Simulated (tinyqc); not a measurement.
Minority-electron transport through the base of a bipolar transistor (Moll-Ross and Kroemer integrals): one step, computed by the program tinyqc.

Low injection, one dimension, x from the emitter edge (0) to the collector edge (W), s = x/W. Recombination is treated as a small correction (valid for tau_B well below tau_n), computed from the stored charge.

Task: Profile and built-in field. N(x) = N_0 (ratio)^(-s^2); n_i(x)^2 = n_i^2 exp(s dE_g/k_B T); D(x) = (k_B T/e) mu, mu = mu_min + (mu_max - mu_min)/(1 + (N/N_ref)^0.7). Field that drives electrons towards the collector, averaged over the base: (k_B T/e) ln[N_0 n_i(W)^2/(N(W) n_i^2)]/W.

Inputs (values chosen for the exercise, modelled on silicon): base doping at the emitter edge N_0 = 2.7e+18 1/cm^3; base width W = 20 nm; mu_min = 190 cm^2/(V s); mu_max = 1300 cm^2/(V s); N_ref = 1.3e+17 1/cm^3; temperature T = 300 K; doping ratio N_0/N(W) = 17; gap narrowing across the base dE_g = 56 meV.

Base doping profile: Gaussian. Gap grading: linear. Exit of the base: infinite sink.

Constants: k_B = 8.617333262e-05 eV/K.

Give: Across the base; drift factor eta (potential drop in k_B T/e); mean built-in field.

Result:

Across the base:
```
s    N (1/cm^3)  n_i(x)^2/n_i^2  D (cm^2/s)  y (s/cm^5)
0.0   2.700e+18           1.000        7.98   3.384e+17
0.2   2.411e+18           1.542        8.20   1.906e+17
0.4   1.716e+18           2.379        8.96   8.051e+16
0.6   9.736e+17           3.668       10.55   2.517e+16
0.8   4.404e+17           5.657       13.48   5.776e+15
1.0   1.588e+17           8.725       18.26   9.971e+14
```

drift factor eta (potential drop in k_B T/e) = 4.999

mean built-in field = 64.62 kV/cm
